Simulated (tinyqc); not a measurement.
Inside a calculation: two electrons on one impurity (helium-like model). Values are carried at full precision from step to step, so a last printed digit may differ when a step is redone from the rounded ones.

Units Ha* = 2 Ry m/eps^2 and a* = a0 eps/m. One electron is bound by Z^2/2. Two electrons in the singlet built from exp(-a r) and exp(-b r): S = 8 (ab)^(3/2)/(a + b)^3, h_aa = a^2/2 - Z a, h_bb alike, h_ab = S (ab/2 - Z (a + b)/2), J = ab (a^2 + 3ab + b^2)/(a + b)^3, K = 20 (ab)^3/(a + b)^5, E = (h_aa + h_bb + 2 S h_ab + J + K)/(1 + S^2). For a = b this is a^2 - 2 Z a + 5a/8. Real double donors are deeper, since the central cell is left out.

Constants: Ry = 13.60569312 eV; a0 (Bohr radius) = 0.5291772105 angstrom.

Values chosen for the exercise (near those of impurities in 3C SiC; shifted at random, so the results belong to these values and not to a real crystal):
- m = 0.346 m0 (one mean mass)
- eps = 9.7 (dielectric constant)
- Z = 2 (effective charge (1: D- centre, 2: double donor; other values mimic a central cell))
- ab = (2.27, 1.32) 1/a* (trial exponents a, b)

## Units and equal orbitals

Give Ha*, a*, the best common exponent Z - 5/16, E = -(Z - 5/16)^2, and the binding of the second electron -Z^2/2 - E.

Ha* = 100.065 meV
a* = 14.84 angstrom
exponent = 1.6875
E with equal orbitals = -2.84766 Ha*
binding of the second electron = 84.82 meV

The first electron is bound by 200.1 meV, 2.36 times as much as the second.

## Unequal orbitals

Evaluate the integrals and E.

S, h_aa, h_bb, h_ab, J, K: 0.89682  -1.96355  -1.76880  -1.87597  1.02870  0.90231

E = -2.86327 Ha*

This lies 0.0156 Ha* below the best equal-orbital value -(Z - 5/16)^2.

## The minimum over a and b

Give a, b, E, both binding energies and U, their difference.

a, b (1/a*): 2.183  1.189

E = -2.87566 Ha*

binding of the first and second electron (meV): 200.13  87.62

U = 112.51 meV

Letting one electron stay close and the other roam (decay lengths 7 and 12 angstrom) gains 2.80 meV. The exact value for Z = 2 is -2.90372, 2.81 meV lower.

## Checks

- Minimum for Z = 1 against the known -0.51330: both -0.51330.
- Minimum for Z = 2 against the known -2.87566: both -2.87566.

(tinyqc, `OMP_NUM_THREADS=1 python tinyqc.py 1251967 1251968 out.jsonl`, Intel(R) Xeon(R) Processor @ 2.30GHz, 1 thread, shared host, about 0.02 s.)
